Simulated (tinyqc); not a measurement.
## Scale length and length offset from two DIBL values

Inverse problem. DIBL = exp(-Le/(2 l)) + 2 exp(-Le/l) with Le = L - dL. Find l, dL and the drawn length for a DIBL of 100 mV/V.

DIBL at drawn lengths 90 and 140 nm (mV/V): [115.40591, 25.275984]

Solution. With e = exp(-Le/(2 l)), 2 e^2 + e = DIBL gives e and so Le/l at each length; Le/l is a straight line in L with slope 1/l.

l = 18.0 nm
dL = 5.90 nm
length for 100 mV/V = 94.5 nm

tinyqc, about 0.01 s, one thread, Intel Xeon 2.30GHz (shared host): `OMP_NUM_THREADS=1 python tinyqc.py 2002170 2002171 out.jsonl`
